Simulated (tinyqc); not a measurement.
Stacked nanosheet transistor, parasitic resistance, capacitance and delay: effect of the wire load.

Ns sheets share one contact on top; each has perimeter p = 2 (Ws + ts) and cross-section A = Ws ts; contact width Wc = Ws + 10 nm, stack height Hs = Ns pv. Sheet 1 is the top one. Contact length Lc = CPP - Lg - 2 Lsp, shared by two neighbouring gates. Source and drain sides are equal. The formulas are first-order estimates, not field solutions.

Epitaxy sheet resistance Rsh = re/te, transfer length LT = sqrt(rc/Rsh), contact Rc = [sqrt(rc Rsh)/Wc] coth(Lc/(2 LT)); extension of one sheet Rx = rx Lsp/A. With N sheets: gate Cg = Cinv p N Lg; per side, plate Cp = ks eps0 [Wc (Hs + Hc) - N A]/Lsp, top fringe Cf = (2/pi) ks eps0 Wc ln(1 + Lg/(2 Lsp)), overlap Co = Cinv p N Lov. One sheet: I = p Q vx u/(1 + |u|^1.8)^(1/1.8), Q = Cinv n Vt ln(1 + exp((Vg' - VT + dl Vd')/(n Vt))), u = Vd' mu/(vx Lg), Vg' = Vgs - v, Vd' = Vds - 2 v, with the drop on each side v_j = Rc sum I + rv (sum over levels k = 2..j of the current of sheets k..Ns) + Rx I_j. Ieff = [I(Vgs = Vdd, Vds = Vdd/2) + I(Vdd/2, Vdd)]/2, total currents. With Cs = Cp + Cf + Co, the load of an inverter of two such devices driving an equal one is CL = 2 (Cg + 2 Cs) + 4 Cs + Cw (own drains counted twice for the Miller effect); delay CL Vdd/(2 Ieff).

Inputs (values chosen for the exercise); values close to those of silicon logic devices: temperature T = 300 K; number of sheets Ns = 4; sheet width Ws = 30 nm; sheet thickness ts = 6 nm; vertical pitch of the sheets pv = 18 nm; vertical resistance between sheet levels rv = 120 ohm; contacted gate pitch CPP = 45 nm; gate length Lg = 18 nm; spacer length Lsp = 6 nm; relative permittivity of the spacer ks = 5.5; gate height above the channel stack Hc = 20 nm; contact resistivity rc = 5.9e-10 ohm cm^2; resistivity of the source-drain epitaxy re = 0.00032 ohm cm; current-carrying depth of the epitaxy te = 15 nm; resistivity of the extension rx = 0.00055 ohm cm; gate overlap Lov = 1 nm; inversion capacitance Cinv = 3.5 uF/cm^2; injection velocity vx = 1.3e7 cm/s; apparent mobility mu = 220 cm^2/(V s); threshold at zero drain voltage VT = 0.27 V; barrier lowering dl = 0.042 V/V; subthreshold factor n = 1.15; supply voltage Vdd = 0.65 V.

Constants: q = 1.602176634e-19 C, kB = 1.380649e-23 J/K, eps0 = 8.8541878128e-12 F/m, Vt = kB T/q. Results are converted to the units shown.

The same in every row: Rc (ohm) = 209.8; Rx/N (ohm) = 45.83; Ieff (uA) = 176.3.

Results:
```
Cw (fF)  CL (aF)  delay (ps)
0.02       664.8       1.226
0.043      687.8       1.268
0.093      737.8       1.360
0.2        844.8       1.558
0.43        1075       1.982
2           2645       4.877
```

Estimate the missing row, Cw = 0.93 fF.

Computed row:
```
Cw (fF)  CL (aF)  delay (ps)
0.93        1575       2.904
```

With this row back in the table: As Cw goes from 0.02 to 2 fF, Ieff stays at 176 uA, CL rises from 665 to 2640 aF and the delay rises from 1.23 to 4.88 ps.

Computed by the program tinyqc: `OMP_NUM_THREADS=1 python tinyqc.py 2170160 2170161 out.jsonl`, one thread of a shared Intel Xeon 2.30GHz, about 0.1 s for the whole run.
